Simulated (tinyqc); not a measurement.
# Worked calculation: drifting, spreading and decaying minority pulse (Haynes-Shockley), backward Euler time steps

tinyqc, about 0.01 s, one thread, Intel Xeon 2.30GHz (shared host): `OMP_NUM_THREADS=1 python tinyqc.py 2310131 2310132 out.jsonl` Printed values are rounded.

Low injection in a uniform field: dn/dt = D d2n/dx2 - v dn/dx - n/tau with D = mu Vt and v = mu F towards +x. Exact solution on an infinite bar for a Gaussian start at x0: n = N0 exp(-t/tau) exp(-(x - x0 - v t)^2/(2 s^2))/sqrt(2 pi s^2), s^2 = s0^2 + 2 D t.

Values chosen for this exercise; mobility close to that of gallium arsenide at room temperature:
```
symbol,value,unit,meaning
T,300,K,temperature
mu,8100,cm^2/(V s),minority-carrier mobility
F,14,V/cm,sweep field along the drift
hx,36,um,mesh step
tau,3.2e-7,s,lifetime
N0,1e11,cm^-2,injected sheet density
dt,5.2e-8,s,time step
s0,44,um,initial width (standard deviation)
```

Constants: q = 1.602176634e-19 C, kB = 1.380649e-23 J/K, Vt = kB T/q. Results are converted to the units shown.

## Coefficients of the scheme

Exponentially fitted fluxes: d = F hx/Vt, B(d) = d/(exp(d) - 1), k = D dt/hx^2; (L n)_i = a n_(i-1) + b n_i + c n_(i+1) with a = k B(-d), c = k B(d), b = -a - c - dt/tau. Explicit steps keep n positive for dt up to 1/[(D/hx^2)(B(d) + B(-d)) + 1/tau].

D = 209.4012 cm^2/s
v = 1.134e5 cm/s
d = 1.949559
a = 1.909841
b = -2.344181
c = 0.2718406
positivity limit of dt = 2.218258e-8 s

dt is 2.3 times the explicit limit. On this mesh the fitted flux acts like a diffusion coefficient (d/2) coth(d/2) D = 1.30 D for a travelling pulse, before the error of the time steps.

## Initial pulse

Nodes x_i = i hx, i = 1 to 11, n = 0 at nodes 0 and 12; the Gaussian at t = 0 with x0 = 4 hx.

n at t = 0, node 1 to 11 (in units of 1e12 cm^-3): 0.445851  2.376869  6.487754  9.066870  6.487754  2.376869  0.445851  0.042820  0.002106  0.000053  0.000001

## Step 1: densities after a time step

(L n)_i = a n_(i-1) + b n_i + c n_(i+1), n = 0 beyond the ends. Backward Euler step: solve n(new) - L n(new) = n.

n at t = 1 dt, node 1 to 11 (in units of 1e12 cm^-3): 0.220804  1.076212  2.944661  4.798153  4.985231  3.752404  2.394244  1.451003  0.871728  0.522091  0.298163

## Step 2: densities after a time step

As before.

n at t = 2 dt, node 1 to 11 (in units of 1e12 cm^-3): 0.106118  0.493212  1.362963  2.469752  3.156641  3.142710  2.680636  2.090247  1.543463  1.095694  0.714903

## Step 3: densities after a time step

As before.

n at t = 3 dt, node 1 to 11 (in units of 1e12 cm^-3): 0.050282  0.228203  0.639750  1.253102  1.835731  2.167276  2.203857  2.024386  1.731349  1.398714  1.012572

## Course in time

The same steps, now on nodes 1 to 60 (n = 0 at nodes 0 and 61), for 24 steps; centre = sum x n/sum n. Deviations are from the exact pulse, as a share of its largest value on the nodes; a run counts as stable if they stay under 100 %.

Course of the iteration:
```
step  hx sum n (cm^-2)  centre (um)  most negative n (cm^-3), 0 if none  largest deviation (% of the peak)
1          8.569633e10     195.2744                                   0                               30.0
2          7.362794e10     246.2365                                   0                               37.5
3          6.329354e10     297.1264                                   0                               38.5
4          5.442611e10     347.9604                                   0                               39.4
5          4.680878e10     398.7553                                   0                               39.8
6          4.026119e10     449.5242                                   0                               40.8
7          3.463119e10     500.2764                                   0                               42.0
8          2.978928e10     551.0179                                   0                               42.6
9          2.562470e10     601.7522                                   0                               43.4
...                ...          ...                                 ...                                ...
16          8.927877e9     956.3817                                   0                               51.4
17          7.677587e9     1006.735                                   0                               52.4
18          6.601014e9     1056.855                                   0                               54.0
19          5.673589e9     1106.636                                   0                               55.0
20          4.874176e9     1155.946                                   0                               56.1
21          4.184618e9     1204.628                                   0                               57.6
22          3.589348e9     1252.502                                   0                               58.7
23          3.075049e9     1299.373                                   0                               59.9
24          2.630364e9     1345.039                                   0                               61.3
```

The run is stable. After 24 steps the deviation is 61 % of the peak. From step 1 to the last the centre has moved at 0.848 v and the content is 30 % above N0 exp(-t/tau). On an endless mesh these steps would give a speed of 0.860 v and a content of 1.33 times the exact one, from dt/tau = 0.163 alone; the rest comes from the absorbing ends.
